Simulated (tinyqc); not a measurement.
# Lifetime from the storage time

Question. In the charge-control model of a long diode dQ/dt = -Ir - Q/tau after the current is switched from If to -Ir, with Q(0) = If tau; the storage time ends at Q = 0. Find tau, the stored charge and the share of it that leaves through the terminals.

forward and reverse current (mA): [15, 5.3]
storage time = 40.287422 ns

Answer. Integrating gives ts = tau ln(1 + If/Ir). The extracted charge is Ir ts; the rest recombines.

tau = 30.00 ns
stored charge = 0.4500 nC
share extracted = 47.45 %

Numbers from tinyqc (`OMP_NUM_THREADS=1 python tinyqc.py 2230025 2230026 out.jsonl`; about 0.01 s on one thread of a shared Intel Xeon 2.30GHz).
